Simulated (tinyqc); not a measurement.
Raman shift of the zone-centre optical phonon of a diamond-structure crystal under stress: one step, computed by the program tinyqc.

Axes x, y, z are the cube axes. Strain shifts the threefold optical mode and can split it; p, q and r are the phonon deformation potentials.

Task: Heating mistaken for stress. A temperature above 300 K shifts the line by (d omega/dT)(T - 300 K); divided by the shift per stress it poses as a stress; the total shift adds it to the shift of the observed line. The anti-Stokes to Stokes ratio is [(omega_L + omega_0)/(omega_L - omega_0)]^3 exp(-h c omega_0/(k_B T)) in photon counts, omega_L = 1/wavelength, resonance effects left out.

Inputs (values chosen for the exercise, modelled on diamond):

| quantity | value | unit |
|---|---|---|
| unstrained frequency omega_0 | 1331 | 1/cm |
| temperature coefficient d omega/dT | -0.011 | 1/(cm K) |
| local temperature T | 330 | K |
| laser wavelength | 364 | nm |

Stress state: uniaxial. Axis: [111].

shift per stress = -1.021032 1/(cm GPa)

shift of the observed line = 2.960993 1/cm

Constants: h = 6.62607015e-34 J s; c = 299792458 m/s; k_B = 1.380649e-23 J/K.

Give: thermal shift; apparent stress from heating; total shift; anti-Stokes/Stokes ratio.

Result:

thermal shift = -0.33 1/cm

apparent stress from heating = 0.3232 GPa

total shift = 2.631 1/cm

anti-Stokes/Stokes ratio = 0.004037

Caution: the modes that take part are split by more than a line width, so two lines are seen and not one at the mean. Caution: this stress has components normal to the (001) face, so it cannot reach a free (001) surface; it can act on buried material.
